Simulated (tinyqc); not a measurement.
Inverter chain driving a load.

N inverters, each f = Hc^(1/N) times larger than the one before: delay tau N (f + pp). Switched capacitance in units of the first input, with output capacitance pp times the input: Hc + (1 + pp)(Hc - 1)/(f - 1).

Values chosen for this exercise:
```
symbol,value,unit,meaning
Hc,1100,,load over the input capacitance of the chain
pp,1,,parasitic delay of an inverter
tau,4,ps,delay unit
```

Result of one run:

| f | delay (ps) | switched capacitance |
|---|---|---|
| 2.1774 | 114.39 | 2966.9 |

Which number of stages N gave this result: 4, 6, 7, 8 or 9?

N = 9.

The whole series:

| N | f | delay (ps) | switched capacitance |
|---|---|---|---|
| 2 | 33.166 | 273.33 | 1168.3 |
| 3 | 10.323 | 135.87 | 1335.8 |
| 4 | 5.7590 | 108.14 | 1561.9 |
| 5 | 4.0577 | 101.15 | 1818.8 |
| 6 | 3.2129 | 101.11 | 2093.3 |
| 7 | 2.7195 | 104.15 | 2378.3 |
| 8 | 2.3998 | 108.79 | 2670.2 |
| 9 | 2.1774 | 114.39 | 2966.9 |

The delay goes from 273 through a minimum of 101 (at N = 6 among the rows listed) to 114 ps. The best stage effort solves pp + rho (1 - ln rho) = 0, rho = 3.59, which gives N = ln Hc/ln rho = 5.48. One stage fewer than the best costs 0.043 % in delay and saves 13 % of the switched capacitance.

tinyqc, about 0.01 s, one thread, Intel Xeon 2.30GHz (shared host): `OMP_NUM_THREADS=1 python tinyqc.py 2082034 2082035 out.jsonl`
